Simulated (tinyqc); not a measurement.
Thin-body film or fin with hard walls, valleys of the Si type, step by step. Values are carried at full precision from step to step, so a last printed digit may differ when a step is redone from the rounded ones.

Six ellipsoidal valleys with their long axes along the cube axes, mass ml along the axis and mt across it. For a valley whose axis makes the angle theta with the surface normal, 1/m_z = cos^2(theta)/ml + sin^2(theta)/mt sets the confinement; in the plane the masses are m_1 = mt and m_2 = ml mt/m_z, and m_d = sqrt(m_1 m_2).

Constants: hbar^2/2m0 = 3.80998211 eV angstrom^2; kB = 8.617333262e-05 eV/K.

Inputs chosen for the exercise (near those of Si; shifted at random, so the results belong to these values and not to a real crystal): ml = 0.908 m0 (longitudinal mass); mt = 0.19 m0 (transverse mass); face = 110 (face of the film or side wall of the fin); t = 52 angstrom (body thickness); T = 300 K (temperature); g_all = 6 (number of valleys); Ns = 1.3 x 1e12/cm^2 (sheet density in the on state); alpha = 0.53 1/eV (non-parabolicity).

## Valley masses for the (110) face

Group the valleys by their angle to the normal, heaviest m_z first.

Valleys (masses in m0):
```
valleys g  cos^2(theta)     m_z     m_1     m_2     m_d
4                0.5000  0.3142  0.1900  0.5490  0.3230
2                0.0000  0.1900  0.1900  0.9080  0.4154
```

## Subband edges

A film of thickness t between hard walls, flat band inside: E_n = c (n pi/t)^2/m_z above the bulk edge, c = hbar^2/2m0. Without degeneracy the sheet density is N2 exp((EF - Ec)/kB T) with N2 = sum_i g m_d/(2 pi c) kB T exp(-E_i/kB T) over n = 1 to 40 of each group; a classical film has t Nc with Nc = 2 g_all (m_dos kB T/(4 pi c))^(3/2), m_dos = (ml mt^2)^(1/3). The threshold shift is dVt = kB T ln(t Nc/N2).

The seven lowest levels of all groups together; primes mark the lighter m_z.

Subbands:
```
label  valleys g  E (eV)
1              4  0.0443
1'             2  0.0732
2              4  0.1770
2'             2  0.2928
3              4  0.3983
3'             2  0.6587
4              4  0.7081
```

The second subband, 1', lies 28.9 meV above the first, 1.1 kB T at 300 K.

## Effective density of states and threshold shift

Sum the subbands; 1/angstrom^2 = 1e16/cm^2 and 1/angstrom^3 = 1e24/cm^3.

terms of N2 by group (1e12/cm^2): [2.534, 0.5289]

Nc = 2.726 x 1e19/cm^3
t Nc = 14.175 x 1e12/cm^2
dVt = 39.6 mV

Confinement leaves 22 % of the classical states; the heaviest group holds 83 % of the electrons, against 67 % in the bulk.

## Filling at a given sheet density

n_i = g m_d/(2 pi c) kB T ln(1 + exp((EF - E_i)/kB T)) over the levels listed; solve sum n_i = Ns (1e12/cm^2 = 1e-4/angstrom^2); the band bending of the charge itself is left out. c = hbar^2/2m0.

EF = -0.0213 eV

n_i in the order of the list (1e12/cm^2): [1.064, 0.229, 0.007, 0.000, 0.000, 0.000, 0.000]

The fullest subband is 1, with 82 %.

## Non-parabolic correction

Each level E0 of the list is replaced by the root of E (1 + alpha E) = E0.

Levels (eV):
```
label  parabolic  corrected
1         0.0443     0.0433
1'        0.0732     0.0706
2         0.1770     0.1629
2'        0.2928     0.2576
3         0.3983     0.3378
3'        0.6587     0.5170
4         0.7081     0.5486
```

The lowest level drops by 1.0 meV.

## Checks

- N2 of a 3000 angstrom film, summed over n to convergence, plus the half-term of the walls against t Nc, 1/angstrom^2: both 0.081779.

Run: tinyqc, `OMP_NUM_THREADS=1 python tinyqc.py 1252162 1252163 out.jsonl`; Intel(R) Xeon(R) Processor @ 2.30GHz, one thread, shared host; about 0.01 s of CPU time with all checks.
